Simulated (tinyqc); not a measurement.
Ellipsometry and reflectance of a transparent film on an absorbing substrate: two steps of the calculation.

Air (index 1), film, substrate with N2 = n2 - i k2; time factor exp(+i w t). q_j = sqrt(N_j^2 - sin^2 th), root with positive real part. Fresnel coefficients r_s = (q_a - q_b)/(q_a + q_b), r_p = (N_b^2 q_a - N_a^2 q_b)/(N_b^2 q_a + N_a^2 q_b). tan(Psi) exp(i Delta) = R_p/R_s, Delta taken from 0 to 360 degrees.

Values chosen for this exercise; indices close to those of silicon dioxide on silicon:

| symbol | value | unit | meaning |
|---|---|---|---|
| lam | 632.8 | nm | wavelength |
| th | 60 | degrees | angle of incidence |
| n1 | 1.449 |  | index of the transparent film |
| d | 96 | nm | film thickness |
| n2 | 3.882 |  | index of the substrate |
| k2 | 0.019 |  | extinction coefficient of the substrate |

Task 1. Interface coefficients and thickness period. q0, q1, q2 and the coefficients r01 and r12 for p and s; the results repeat in d with the period lam/(2 q1).

Find: q0; q1; q2; r01,p; r01,s; r12,p; r12,s; period.

Result 1.

q0 = 0.50000
q1 = 1.1617
q2 = 3.7842-0.0195i
r01,p = -0.050609
r01,s = -0.39822
r12,p = 0.37568-0.00199i
r12,s = -0.53023+0.00185i
period = 272.35 nm

Task 2. Psi, Delta and reflectances. beta = 2 pi d q1/lam, X = exp(-2 i beta), R = (r01 + r12 X)/(1 + r01 r12 X) for p and s.

q1 = 1.1617233
r01,p = -0.050608901
r01,s = -0.39821509
r12,p = 0.37568254-0.00199171i
r12,s = -0.53023441+0.00185129i

Find: beta; X; R_p; R_s; Psi; Delta; |R_p|^2; |R_s|^2.

Result 2.

beta = 1.1074 rad
X = -0.60033-0.79975i
R_p = -0.27895-0.29168i
R_s = -0.17682+0.45054i
Psi = 39.824 degrees
Delta = 114.85 degrees
|R_p|^2 = 0.16289
|R_s|^2 = 0.23425

The bare substrate gives Psi = 23.38 and Delta = 179.72 degrees.

Computed by the program tinyqc: `OMP_NUM_THREADS=1 python tinyqc.py 2870143 2870144 out.jsonl`, one thread of a shared Intel Xeon 2.30GHz, about 0.4 s for the whole run.
